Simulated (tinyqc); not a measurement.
Scan in temperature at fixed frequency: admittance spectroscopy and thermally stimulated current of one trap level in a depletion layer. Computed by tinyqc, a small Python program. Command: `OMP_NUM_THREADS=1 python tinyqc.py 3112149 3112150 out.jsonl admit walk`. One thread of a shared host (Intel(R) Xeon(R) Processor @ 2.30GHz), about 0.01 s of CPU time with the checks.

A Schottky junction on n-type material holds one donor-like electron trap; shallow donors are fully ionised and abrupt depletion edges are assumed.

Inputs (values chosen for the exercise, modelled on n-type silicon):

| quantity | value | unit |
|---|---|---|
| dielectric constant eps | 11.5 | - |
| density-of-states mass m | 1.11 | m_0 |
| shallow doping N | 8.2e+15 | 1/cm^3 |
| trap density N_t | 2.5e+15 | 1/cm^3 |
| trap depth E_t below the band | 0.394 | eV |
| capture cross section sigma | 1.6e-14 | cm^2 |
| band bending V_b | 1 | V |
| test frequency f | 300 | Hz |

Constants: k_B = 1.380649e-23 J/K; m_0 = 9.1093837015e-31 kg; h = 6.62607015e-34 J s; k_B = 8.617333262e-05 eV/K; eps_0 = 8.8541878128e-12 F/m; e = 1.602176634e-19 C.

Method:
- N_c = 2 (2 pi m k_B T/h^2)^(3/2), v_th = sqrt(3 k_B T/m), emission rate e_n = sigma v_th N_c exp(-E_t/(k_B T)).
- Where the level crosses the Fermi level capture equals emission, so the trap follows the signal with the rate 2 e_n; G/omega peaks at omega = 2 e_n (the correction for large N_t/N is left out).
- Solve 2 e_n(T_p) = 2 pi f.
- With E_c - E_F = k_B T_p ln(N_c/N): lambda = sqrt(2 eps eps_0 (E_t - (E_c - E_F))/(e^2 N)); traps are empty and charged for x < x_t = w - lambda, and V_b = e (N w^2 + N_t x_t^2)/(2 eps eps_0). High frequency: C_hf = eps eps_0/w. Low frequency: C_lf = eps eps_0 (N + N_t)/(N w + N_t x_t).
- With x = omega/(2 e_n): C = C_hf + (C_lf - C_hf)/(1 + x^2), G/omega = (C_lf - C_hf) x/(1 + x^2); C_hf and C_lf are held at their values at T_p.

peak temperature T_p = 210.473 K

C_hf = 26.7464 nF/cm^2

C_lf = 30.4654 nF/cm^2

Admittance:

| T (K) | omega/(2 e_n) | C (nF/cm^2) | G/omega (nF/cm^2) |
|---|---|---|---|
| 185.2 | 2.5036e+01 | 26.752 | 0.1483 |
| 193.6 | 7.8495e+00 | 26.806 | 0.4662 |
| 199.9 | 3.4977e+00 | 27.027 | 0.9829 |
| 206.3 | 1.6153e+00 | 27.777 | 1.6644 |
| 210.5 | 9.9701e-01 | 28.611 | 1.8595 |
| 214.7 | 6.2663e-01 | 29.417 | 1.6733 |
| 221.0 | 3.2228e-01 | 30.115 | 1.0858 |
| 229.4 | 1.4023e-01 | 30.394 | 0.5114 |
| 239.9 | 5.3593e-02 | 30.455 | 0.1987 |

What follows from these numbers?

The peak of G/omega is half the step, 1.86 nF/cm^2. Its full width is near 2 ln(2 + sqrt3) k_B T_p^2/(E_t + 2 k_B T_p) = 23.4 K. Caution: N_t/N is not small, so the peak moves away from omega = 2 e_n.

Extremes, crossings and ranges named in words are read from the listed rows.
